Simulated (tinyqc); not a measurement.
Three-band (Emery) model of a CuO2 plane downfolded to one band: one step. The one-band model at k. Three cases, with inputs chosen for the exercise.

Problem. Evaluate the one-band form at k with e0 and t alone, with t' added, and with all four hoppings.

One-band form E = e0 - 2t (cos kx + cos ky) - 4t' cos kx cos ky - 2t'' (cos 2kx + cos 2ky) - 4t''' (cos 2kx cos ky + cos kx cos 2ky), k in 1/a. Each hopping is minus the mean of E cos(m kx) cos(n ky) over a 12 x 12 mesh, k = (j + 1/2) 2 pi/12.

Give: E.

Case 1.

Values chosen (out of a larger set: of the size used for cuprate planes; not measured data): k = (0.72, 0.9) pi/a (wave vector).

e0, t, t', t'', t''' (eV): 1.572996  0.357297  -0.009930  0.031882  0.001310

Solution.

E (eV): (t alone) 2.7081, (t and t') 2.7322, (all four) 2.6943

The three-band value is 2.6930 eV.

Case 2.

Values chosen (out of a larger set: of the size used for cuprate planes; not measured data): k = (0.28, 0.82) pi/a (wave vector).

e0, t, t', t'', t''' (eV): 1.603392  0.370815  -0.011615  0.030745  0.000874

Solution.

E (eV): (t alone) 1.7568, (t and t') 1.7318, (all four) 1.7157

The three-band value is 1.7251 eV.

Case 3.

Values chosen (out of a larger set: of the size used for cuprate planes; not measured data): k = (0.3, 0.55) pi/a (wave vector).

e0, t, t', t'', t''' (eV): 1.537041  0.360553  -0.016511  0.030893  0.000222

Solution.

E (eV): (t alone) 1.2260, (t and t') 1.2199, (all four) 1.2982

The three-band value is 1.3024 eV.

Computed by tinyqc, one run a case: `OMP_NUM_THREADS=1 python tinyqc.py N N+1 out.jsonl` with N = 1480667, 1481946, 1482392; one thread of a shared Intel(R) Xeon(R) Processor @ 2.30GHz, about 0.03 s a run at most.
